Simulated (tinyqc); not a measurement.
Input admittance of a MOSFET at zero drain bias: distributed channel and distributed gate: one step of the calculation.

Source and drain grounded, strong inversion, w = 2 pi f, Cox = eps0 eox/tox. The channel is an RC line of resistance 1/(mu Cox Vo) per square fed from both ends, so one finger has the intrinsic admittance y = i w Cox L tanh(g)/g per width, g = (1/2) sqrt(i w tau), tau = L^2/(mu Vo). The vertical resistance rv/L is in series with y, the overlaps 2 i w Cov in parallel: y_t = 1/(1/y + rv/L) + 2 i w Cov. The gate strip is a line of Rsh/L per length loaded by y_t, so a finger has Y = y_t Wf tanh(k)/k, k = (Wf/sd) sqrt(y_t Rsh/L); the device has Nf Y.

Problem. Low-frequency resistances and capacitance. Low-frequency limits, with c = Cox L and ct = c + 2 Cov: R_strip = Rsh Wf/(3 sd^2 L Nf), R_ch = (c/ct)^2 L/(12 mu Cox Vo Wf Nf), R_vert = (c/ct)^2 rv/(L Wf Nf), C = ct Wf Nf.

Inputs (values chosen for the exercise); values of the order met in silicon radio-frequency transistors:
- eox = 9.18 (relative permittivity of the gate insulator (close to aluminium oxide))
- tox = 5.4 nm (insulator thickness)
- L = 0.41 um (channel length)
- Wf = 1.6 um (finger width)
- Nf = 16 (number of fingers)
- mu = 180 cm^2/(V s) (channel mobility)
- Vo = 0.6 V (gate overdrive)
- Rsh = 21 ohm/square (sheet resistance of the gate)
- rv = 4.9 ohm um^2 (vertical resistivity of the gate stack)
- sd = 1 (number of ends at which a finger is contacted)
- Cov = 0.26 fF/um (overlap and fringe capacitance on each side)

Constants: eps0 = 8.8541878128e-14 F/cm where lengths are in cm. Results are converted to the units shown.

Wanted: parts; sum; C; 1/(2 pi R C).

Solution.

parts (ohm): strip 1.707, channel 6.984, vertical 0.3971
sum = 9.088 ohm
C = 171.3 fF
1/(2 pi R C) = 102.2 GHz

The channel term is the largest, 76.8 % of the sum.

Numbers from tinyqc (`OMP_NUM_THREADS=1 python tinyqc.py 2262143 2262144 out.jsonl`; about 0.01 s on one thread of a shared Intel Xeon 2.30GHz).
